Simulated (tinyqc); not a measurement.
# Gain factor and gap resistance from two string resistances

Question. At small bit-line voltage each of the 96 cells has the resistance 1/(K x) at overdrive x (no mobility reduction) in series with a gap resistance Rg. Find K, Rg and the share of the gaps at the higher overdrive.

resistance of a string of 96 equal cells at overdrives of 3.1 and 8.6 V (kohm): [5592.7742, 3612.2791]

Solution. The resistance per cell is a straight line in 1/x with slope 1/K and intercept Rg.

K = 10.00 uA/V^2
Rg = 26.00 kohm
share of the gaps = 69.10 %

tinyqc, about 0.3 s, one thread, Intel Xeon 2.30GHz (shared host): `OMP_NUM_THREADS=1 python tinyqc.py 2142018 2142019 out.jsonl`
